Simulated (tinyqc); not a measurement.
Inside a calculation. Method: extended Hueckel theory, for H4-. The parameters take no account of the charge, which enters only through the electron count, and nothing here shows that the anion is bound. One step of it, computed by the program tinyqc.

Question. Wolfsberg-Helmholz matrix. H_ij = K' S_ij (H_ii + H_jj)/2 for i != j (the diagonal keeps H_ii), with K' = 1.5.

overlap S, order 1H 1s, 2H 1s, 3H 1s, 4H 1s:
```
[[1.000000, 0.564091, 0.134236, 0.030025],
 [0.564091, 1.000000, 0.473541, 0.134236],
 [0.134236, 0.473541, 1.000000, 0.564091],
 [0.030025, 0.134236, 0.564091, 1.000000]]
```

diagonal H_ii (eV): [-13.600000, -13.600000, -13.600000, -13.600000]

K = 1.500000

Give: H.

Answer.

H (eV), order 1H 1s, 2H 1s, 3H 1s, 4H 1s:
```
[[-13.6000, -11.5074, -2.7384, -0.6125],
 [-11.5074, -13.6000, -9.6602, -2.7384],
 [-2.7384, -9.6602, -13.6000, -11.5074],
 [-0.6125, -2.7384, -11.5074, -13.6000]]
```
